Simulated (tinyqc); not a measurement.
Van der Pauw, Hall and four-point-probe measurements on a doped layer: two steps of the calculation.

A uniform p-type layer with sheet resistance Rs = 1/(q ns mu), point contacts, low field (mu B small).

Parameters, values chosen for the exercise:
```
symbol,value,unit,meaning
ns,1.6e15,cm^-2,sheet density of the layer
mu,54,cm^2/(V s),drift mobility
rH,0.8,,Hall factor
B,0.3,T,magnetic field
I,100,uA,current
ar,2.02,,side ratio a/b of a rectangular sample with corner contacts
```

Constants: q = 1.602176634e-19 C. Results are converted to the units shown.

Task 1. Resistances and Hall voltage. Rs = 1/(q ns mu). For a rectangle with contacts at the corners, RA = (8 Rs/pi) sum_(k>=0) ln coth((2k + 1) pi a/(2 b)) with current along a short side b and voltage along the opposite one, RB the same with a and b exchanged; Hall voltage VH = rH B I/(q ns), negative for electrons.

Wanted: Rs; RA; RB; VH.

Result 1.

Rs = 72.24 ohm/square
RA = 0.6452 ohm
RB = 82.49 ohm
VH = 0.009362 mV

RB/RA = 128; for a square both equal Rs ln 2/pi = 15.9 ohm.

Task 2. New z. The van der Pauw equation exp(-pi RA z) + exp(-pi RB z) = 1 is solved for z = 1/Rs: e1 = exp(-pi RA z), e2 = exp(-pi RB z), f = e1 + e2 - 1, f' = -pi (RA e1 + RB e2), z(new) = z - f/f'.

z at the start = 5.3077874 mS
RA = 0.64521955 ohm
RB = 82.491344 ohm

Give: e1; e2; f; f'; z after iteration 1.

Result 2.

e1 = 0.9893
e2 = 0.2527
f = 0.2420
f' = -0.06749 kohm
z after iteration 1 = 8.893 mS

Computed by the program tinyqc: `OMP_NUM_THREADS=1 python tinyqc.py 2850226 2850227 out.jsonl`, one thread of a shared Intel Xeon 2.30GHz, about 0.01 s for the whole run.
